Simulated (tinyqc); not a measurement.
Carrier lifetime of a p-type layer with SRH, radiative, Auger and surface recombination: one step of the calculation.

Uniform excess density dn = dp (no trapping), n = n0 + dn, p = p0 + dn, Boltzmann statistics, full ionisation. Surfaces enter as a rate 2 S dn/d, which holds while diffusion to them is fast.

Task. New dn. With e = n p - ni^2 = dn (n0 + p0 + dn): U_SRH = e/(tp0 (n + n1) + tn0 (p + p1)), U_rad = B e, U_Aug = (Cn n + Cp p) e, U_s = 2 S dn/d. Newton step on ln U(ln dn) = ln G, U the sum: k = d ln U/d ln dn (central difference over factors 1.0001), dn(new) = dn (G/U)^(1/k).

Values chosen for this exercise; band and dielectric values those of a made-up semiconductor:
```
symbol,value,unit,meaning
B,1.53e-12,cm^3/s,radiative coefficient
Cn,3.7e-31,cm^6/s,Auger coefficient (two electrons)
Cp,1.1e-31,cm^6/s,Auger coefficient (two holes)
S,400,cm/s,surface recombination velocity (both faces)
d,7,um,sample thickness
G,2.4e22,cm^-3 s^-1,generation rate
```

dn after iteration 1 = 2.1566106e16 cm^-3
n0 = 2.4169354e-47 cm^-3
p0 = 1.4e15 cm^-3
n1 = 1.1711177e-18 cm^-3
p1 = 2.8892992e-14 cm^-3
tn0 = 0.0045454545 s
tp0 = 2.2727273e-4 s

Find: U_SRH; U_rad; U_Aug; U_s; k; dn after iteration 2.

Result.

U_SRH = 4.532e18 cm^-3 s^-1
U_rad = 7.578e20 cm^-3 s^-1
U_Aug = 5.203e18 cm^-3 s^-1
U_s = 2.465e22 cm^-3 s^-1
k = 1.028
dn after iteration 2 = 2.040e16 cm^-3

Computed by the program tinyqc: `OMP_NUM_THREADS=1 python tinyqc.py 2300116 2300117 out.jsonl`, one thread of a shared Intel Xeon 2.30GHz, about 0.01 s for the whole run.
